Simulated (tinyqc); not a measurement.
Lossy on-chip transmission line with skin effect: line properties against frequency.

A uniform line in a homogeneous dielectric: c = sqrt(er)/(c0 Z0), l = Z0 sqrt(er)/c0 (c0 = 299792458 m/s), g = w c td, w = 2 pi f. The resistance joins its limits as r = sqrt(r_dc^2 + r_hf^2), with r_dc = rho/(wd th), r_hf = kr rho/(2 delta (wd + th)), delta = sqrt(rho/(pi f mu0)), mu0 = 4 pi 1e-7 H/m; this is an interpolation, and internal inductance, up to 0.05 nH/mm at low frequency, is neglected.

gamma = sqrt((r + i w l)(g + i w c)) = alpha + i beta, Zc = sqrt((r + i w l)/(g + i w c)), roots with positive real part; loss 8.685889638 alpha in dB; phase velocity w/beta. ZL = 1/(1/RL + i w CL); reflection (ZL - Zc)/(ZL + Zc); Zin = Zc (ZL + Zc tanh(gamma len))/(Zc + ZL tanh(gamma len)); H = V_load/V_source = [Zin/(Zin + Rg)]/[cosh(gamma len) + (Zc/ZL) sinh(gamma len)].

Values chosen for this exercise:
- wd = 1.3 um (width of the strip)
- th = 0.63 um (thickness of the strip)
- rho = 1.8 uohm cm (resistivity)
- er = 3.9 (relative permittivity)
- td = 0.005 (loss tangent)
- Z0 = 50 ohm (lossless impedance sqrt(l/c))
- kr = 2 (factor for crowding and the return path)
- len = 5 mm (length)
- Rg = 10 ohm (source resistance)
- RL = 1000 ohm (load resistance)
- CL = 20 fF (load capacitance)

Line properties against frequency:

| f (GHz) | r (ohm/mm) | r/(w l) | loss (dB/mm) | \|Zc\| (ohm) | phase velocity over c0 | length in wavelengths | \|H\| (dB) |
|---|---|---|---|---|---|---|---|
| 0.01 | 21.98 | 1062 | 0.08302 | 1630 | 0.02202 | 0.007575 | -0.9838 |
| 0.03 | 21.99 | 354.2 | 0.1437 | 941.0 | 0.03809 | 0.01314 | -0.9844 |
| 0.09 | 22.02 | 118.2 | 0.2483 | 543.6 | 0.06575 | 0.02283 | -0.9862 |
| 0.3 | 22.11 | 35.61 | 0.4499 | 298.4 | 0.1186 | 0.04218 | -0.9945 |
| 0.8 | 22.32 | 13.48 | 0.7215 | 183.8 | 0.1884 | 0.07083 | -1.027 |
| 2 | 22.83 | 5.516 | 1.094 | 118.4 | 0.2792 | 0.1195 | -1.208 |
| 7 | 24.83 | 1.714 | 1.773 | 70.44 | 0.4151 | 0.2812 | -4.009 |
| 20 | 29.40 | 0.7104 | 2.439 | 55.38 | 0.4803 | 0.6945 | -8.109 |
| 60 | 40.34 | 0.3249 | 3.515 | 51.27 | 0.5002 | 2.001 | -14.52 |

r equals w l at 13.1 GHz: below it |Zc| and the delay grow as in an RC line, above it |Zc| tends to Z0 = 50 ohm and the velocity to 1/sqrt(er) = 0.506 c0. The loss goes as f^(0.50) between the first two rows and f^(0.33) between the last two. |H| is -0.984 dB in the first row and -14.5 dB in the last; between rows it can pass through resonances that the table doesn't show.

Computed by the program tinyqc: `OMP_NUM_THREADS=1 python tinyqc.py 2810143 2810144 out.jsonl`, one thread of a shared Intel Xeon 2.30GHz, about 0.01 s for the whole run.
